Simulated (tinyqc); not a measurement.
Comparisons within one model: strain-driven crossing of the Gamma and L valleys in a germanium-like crystal alloyed with tin. A value that a table varies takes the place of the one given here.

Biaxial loads: e0 is the in-plane strain e_par and the normal is free. (001): e_perp = -2 (C12/C11) e_par; exx = eyy = e_par, ezz = e_perp, no shear. (111): e_perp = -(2 C11 + 4 C12 - 4 C44)/(C11 + 2 C12 + 4 C44) e_par; exx = eyy = ezz = (2 e_par + e_perp)/3 and exy = eyz = ezx = (e_perp - e_par)/3. (110): e_perp = -(C11 + 3 C12 - 2 C44)/(C11 + C12 + 2 C44) e_par; exx = eyy = (e_par + e_perp)/2, ezz = e_par, exy = (e_perp - e_par)/2, eyz = ezx = 0. Uniaxial loads: a stress along n, scaled so that n.e.n = e0, with exx = s11 sxx + s12 (syy + szz), exy = s44 sxy/2, s11 = (C11 + C12)/((C11 - C12)(C11 + 2 C12)), s12 = -C12/((C11 - C12)(C11 + 2 C12)), s44 = 1/C44.

Edges from the unstrained valence top: Gamma at Eg + ac tr(e); an L valley with unit axis u at EgL + aL tr(e) + XuL (u.e.u - tr(e)/3), u along [111], [1-1-1], [-11-1], [-1-11]; valence edges are the levels of the 6 x 6 matrix of X, Y, Z times spin with -Dso/3 + l exx + m (eyy + ezz) on the diagonal (cyclic), n exy off it, l = av + 2 b, m = av - b, n = sqrt(3) d. Spin-orbit term (Dso/3) L.sigma on X, Y, Z with (L_k)_ij = -i epsilon_kij: <X+|H|Y+> = -i Dso/3, <X+|H|Z-> = Dso/3, <Y+|H|Z-> = -i Dso/3, <Z+|H|X-> = -Dso/3, <Z+|H|Y-> = i Dso/3, <X-|H|Y-> = i Dso/3, and their conjugates; + and - are the spin along z.

With tin the unstrained gaps become E(y) = (1 - y) E + y EgS - CS y (1 - y); all other values are kept.
Constants: kB = 8.617333262e-05 eV/K.

Inputs chosen for the exercise (near those of Ge, gaps at low temperature; shifted at random, so the results belong to these values and not to a real crystal):
- Eg = 0.911 eV (gap at Gamma to the s-like level)
- EgL = 0.757 eV (gap to L)
- Dso = 0.286 eV (spin-orbit splitting)
- ac = -8.37 eV (conduction deformation potential)
- av = 1.22 eV (valence hydrostatic potential)
- b = -2.59 eV (tetragonal shear potential)
- d = -5.39 eV (trigonal shear potential)
- aL = -1.33 eV (hydrostatic potential of the L edge, Xd + Xu/3)
- XuL = 17.11 eV (uniaxial potential, L)
- y = 0.094 (tin fraction)
- EgS = (-0.395, 0.062) eV (Gamma and L gaps of the tin end)
- CS = (2.66, 0.71) eV (bowing of the Gamma and L gaps)
- C11 = 129.4 GPa
- C12 = 47.9 GPa
- C44 = 67 GPa
- load = uniaxial [111] (kind of strain)
- mG = 0.0412 m0 (mass at Gamma)
- mL = 0.536 m0 (density-of-states mass of the four L valleys together)
- T = 200 K (temperature)
- e0 = 0.0157 (size of the strain)

## Sweep of a uniaxial [111] strain

The valence splitting is the distance of the top two edges. Share in Gamma = mG^(3/2)/(mG^(3/2) + (mL^(3/2)/4) sum_i exp(-(E_Li - E_Gamma)/kT)).

Results:
```
e0 (%)  direct gap (eV)  indirect gap (eV)  Gamma - L (meV)  valence splitting (meV)  share in Gamma (%)
-1.68             0.592              0.359              233                      141            1.12e-05
-0.64             0.578              0.532               46                       49               0.589
0.40              0.521              0.592              -71                       27                63.9
1.44              0.415              0.491              -76                       83                70.0
2.48              0.309              0.389              -81                      117                75.3
3.52              0.203              0.288              -85                      137                80.0
4.56              0.097              0.187              -90                      149                84.0
5.60             -0.009              0.085              -95                      157                87.3
```

Gamma drops below the lowest L valley between e0 = -0.64 and 0.40 %. This load splits the L valleys, and the lowest set changes where e0 changes sign, which bends the column Gamma - L. The direct gap goes from 0.592 to -0.009 eV; of that change -0.121 eV comes from the rise of the valence top through the shear terms and the rest from the volume. The share in Gamma goes from 1.12e-05 to 87.3 %. Gaps near or below zero lie outside this linear model. Beyond about 3 % terms of second order in the strain, left out here, matter.

## What each parameter does

Direct gap, Gamma minus the lowest L edge and the valence splitting. Each row changes one parameter from the base and keeps the others.

Results:
```
case              direct gap (eV)  Gamma - L (meV)  valence splitting (meV)
base                       0.4016            -76.5                     87.9
Dso = 0.3289 eV            0.4016            -76.5                     91.3
C12 = 55.085 GPa           0.4057            -72.0                     88.8
aL = -1.5295 eV            0.4016            -74.4                     87.9
b = -2.9785 eV             0.4016            -76.5                     87.9
ac = -9.6255 eV            0.3881            -90.1                     87.9
C44 = 77.05 GPa            0.3920            -87.3                     85.8
y = 0.0799                 0.4510            -45.2                     87.9
```

The largest shifts from the base row, up to three for each result and ties (the steps differ in size, so this ranks the rows, not the parameters). direct gap (eV): y +0.0494, ac -0.0136, C44 -0.0097; unchanged at the printed digits by Dso, aL and b. Gamma - L (meV): y +31.3, ac -13.6, C44 -10.8; unchanged at the printed digits by Dso and b. valence splitting (meV): Dso +3.4, C44 -2.1, C12 +0.9; unchanged at the printed digits by aL, b, ac and y.

tinyqc: `OMP_NUM_THREADS=1 python tinyqc.py 1051151 1051152 out.jsonl`; about 0.01 s, one thread, shared Intel(R) Xeon(R) Processor @ 2.30GHz.
